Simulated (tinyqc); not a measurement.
Depletion-mode phase shifter in a rib waveguide and its Mach-Zehnder modulator: two steps of the calculation.

A lateral p-n junction at x0 in a waveguide whose mode intensity is a Gaussian of rms width s about x = 0; p side at smaller x. Reverse bias removes carriers and raises the index. Abrupt junction, doping uniform over the whole mode, lumped electrode (no travelling-wave effects).

Inputs (values chosen for the exercise); values close to those of silicon near 1550 nm:
```
symbol   value   unit                      meaning
lam       1530     nm                   wavelength
Na        5e17  cm^-3             acceptor density
Nd      6.2e17  cm^-3                donor density
L            2     mm  length of the phase shifter
```

Question 1. Index and absorption of the doped regions. Free-carrier changes (empirical, N and P in cm^-3): |dn| = 8.5e-18 P^0.8 for holes, 8.8e-22 N for electrons; absorption 6e-18 P and 8.5e-18 N in 1/cm.

Give: dn_h; dn_e; a_h; a_e.

Answer 1.

dn_h = 0.0012263
dn_e = 5.4560e-4
a_h = 3.0000 1/cm
a_e = 5.2700 1/cm

Index change per unit absorption: holes 4.09 um, electrons 1.04 um, a ratio of 3.95.

Question 2. Mach-Zehnder modulator. One arm driven from 0 to V: phase 2 pi dneff L/lam; biased at quadrature the output swings between [1 -+ sin(phase/2)]/2; extinction ratio in dB; insertion loss = loss x L.

dneff = 9.7765583e-5
loss = 10.981111 dB/cm

Wanted: phase; extinction ratio; insertion loss.

Answer 2.

phase = 0.2556 pi
extinction ratio = 3.585 dB
insertion loss = 2.196 dB

Computed by the program tinyqc: `OMP_NUM_THREADS=1 python tinyqc.py 2650003 2650004 out.jsonl`, one thread of a shared Intel Xeon 2.30GHz, about 0.01 s for the whole run.
